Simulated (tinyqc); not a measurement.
Changing the directionality n: vacuum evaporation: vapour pressure, source flux, thickness distribution, purity and step coverage. Computed by tinyqc, a small Python program. Command: `OMP_NUM_THREADS=1 python tinyqc.py 3112489 3112490 out.jsonl evap sweep`. One thread of a shared host (Intel(R) Xeon(R) Processor @ 2.30GHz), about 0.01 s of CPU time with the checks.

Molecular flow, unit sticking of the metal, no re-evaporation. The background gas is taken as water vapour (18.015 g/mol, collision diameter 0.37 nm) at 300 K.

Inputs (values chosen for the exercise, modelled on gallium, with constants for the liquid):
```
quantity                         value    unit
molar mass M                     69.72   g/mol
film density rho                  5.91  g/cm^3
vapour-pressure constant A       10.71       -
vapour-pressure constant B       14030       K
source temperature T              1340       K
source area                        1.6    cm^2
source-to-wafer distance h          57      cm
wafer radius R                     7.5      cm
source offset from the axis s/h   0.29       -
```

Constants: u = 1.6605390666e-27 kg; k_B = 1.380649e-23 J/K; R = 8.314462618 J/(mol K).

Method:
- log10(p_v/Pa) = A - B/T; flux from the surface Phi = p_v/sqrt(2 pi m k_B T), m = M u.
- Mass loss = Phi x area x m; heat of evaporation = ln(10) R B; d ln Phi/dT = ln(10) B/T^2 - 1/(2 T).
- A small source emits (n + 1) Phi area cos^n(phi)/(2 pi) per solid angle; on a parallel plane at height h and lateral distance l the arrival rate is (n + 1) Phi area/(2 pi h^2) x (1 + (l/h)^2)^(-(n + 3)/2). Growth rate = arrival rate x m/rho, m = M u. The wafer is fixed and centred above the source.
- Rotating wafer, source offset by s and facing upwards: thickness at radius r is the mean over the angle a of (1 + (r^2 + s^2 - 2 r s cos a)/h^2)^(-(n + 3)/2), by 360 equal steps; non-uniformity (max - min)/(max + min) over 21 radii from 0 to R.

One run for each value; columns: (1) directionality n; (2) growth rate at the centre (nm/s); (3) non-uniformity (max - min)/(max + min) (%); (4) share of the material that lands on the wafer, 1 - (1 + (R/h)^2)^(-(n + 1)/2) (%); (5) non-uniformity, rotating (%):
```
(1)      (2)     (3)     (4)     (5)
1.0  0.04598  1.7163  1.7018  1.2234
1.5  0.05748  1.9308  2.1228  1.3425
2.0  0.06898  2.1453  2.5419  1.4541
3.0  0.09197  2.5742  3.3747  1.6550
4.0  0.11496  3.0029  4.2004  1.8261
6.0  0.16094  3.8602  5.8308  2.0796
8.0  0.20693  4.7168  7.4334  2.2161
```

Over the rows, growth rate at the centre (nm/s) rises from 0.0460 to 0.207 (exponent d ln y / d ln x 0.55 between the first rows and 0.87 between the last); non-uniformity (max - min)/(max + min) (%) rises from 1.72 to 4.72 (exponent d ln y / d ln x 0.29 between the first rows and 0.70 between the last); share of the material that lands on the wafer, 1 - (1 + (R/h)^2)^(-(n + 1)/2) (%) rises from 1.70 to 7.43 (exponent d ln y / d ln x 0.55 between the first rows and 0.84 between the last).
